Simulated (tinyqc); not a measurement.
## Segment and feed resistance from two drops

Inverse problem. A rail is fed at one end through Rq; K loads of Ij follow, each after a segment Rs. The drop at load j is K Ij Rq + Rs Ij sum_(l=1..j) (K - l + 1). Find Rs, Rq and the worst drop, at the middle, if the rail were fed through Rq at both ends: K Ij Rq/2 + Rs Ij K^2/8 with the load taken as continuous.

Values chosen for this exercise: number of equal loads K = 8; current of each load Ij = 0.45 mA.

drops at the first and at the last load (mV): 1.242  4.896

Solution. The difference of the two drops is Rs Ij K (K - 1)/2, which gives Rs; the first drop then gives Rq.

Rs = 0.2900 ohm
Rq = 0.05500 ohm
drop at the middle with two feeds = 1.143 mV

Computed by the program tinyqc: `OMP_NUM_THREADS=1 python tinyqc.py 2770225 2770226 out.jsonl`, one thread of a shared Intel Xeon 2.30GHz, about 0.2 s for the whole run.
